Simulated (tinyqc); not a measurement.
Electron continuity equation in a given potential, Scharfetter-Gummel discretisation: one step of the calculation.

Steady state in one dimension: J = q mu n E + q D dn/dx with E = -dpsi/dx and D = mu Vt, dJ/dx = 0, fixed densities nL and nR at the ends. The potential is given, psi = 0 for x < L/2 and U (2 x/L - 1) beyond, and is not changed by the electrons.

Question. Bernoulli factors. d_i = (psi_(i+1) - psi_i)/Vt; B(d) = d/(exp(d) - 1), B(0) = 1. The flux on interval i is J_i = (q D/h) [n_(i+1) B(d_i) - n_i B(-d_i)].

Inputs (values chosen for the exercise):
- T = 273 K (temperature)

Constants: q = 1.602176634e-19 C, kB = 1.380649e-23 J/K, Vt = kB T/q. Results are converted to the units shown.

psi, node 0 to 11 (V): 0.00000000  0.00000000  0.00000000  0.00000000  0.00000000  0.00000000  0.01272727  0.03818182  0.06363636  0.08909091  0.11454545  0.14000000

Wanted: d_i; B(d_i); B(-d_i).

Answer.

```
interval	d_i	B(d_i)	B(-d_i)
0	0.000	1.000	1.000
1	0.000	1.000	1.000
2	0.000	1.000	1.000
3	0.000	1.000	1.000
4	0.000	1.000	1.000
5	0.541	0.7538	1.295
6	1.082	0.5547	1.637
7	1.082	0.5547	1.637
8	1.082	0.5547	1.637
9	1.082	0.5547	1.637
10	1.082	0.5547	1.637
```

The largest |d_i| is 1.08, below 2, so central differences would also keep densities positive.

Computed by the program tinyqc: `OMP_NUM_THREADS=1 python tinyqc.py 2220130 2220131 out.jsonl`, one thread of a shared Intel Xeon 2.30GHz, about 0.01 s for the whole run.
